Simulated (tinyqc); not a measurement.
Capillary instabilities by surface diffusion: grooving and agglomeration of films, edge retraction, wire break-up and smoothing of roughness: one step, computed by the program tinyqc.

Isotropic surface energy; shapes change by surface diffusion alone.

Task: Will grooves cut through? Groove angle beta: sin(beta) = gamma_b/(2 gamma). For circular grains of radius R with spherical caps the groove ends (measured from the mean surface) at the depth R g(beta), g = (2 - 3 cos beta + cos^3 beta)/(3 sin^3 beta). The film parts if R g(beta_s) > h.

Inputs (values chosen for the exercise, for a model film):
```
quantity,value,unit
surface energy gamma_s,2.74,J/m^2
grain-boundary energy gamma_b,0.86,J/m^2
film thickness h,13,nm
grain radius R,65,nm
```

Grooves: at the surface only.

Give: beta_s; sum of g; critical R/h; final depth over h.

Result:

beta_s = 9.029 degrees

sum of g = 0.03956

critical R/h = 25.28

final depth over h = 0.1978

The grooves stop short by this estimate; triple junctions groove deeper and may still open.
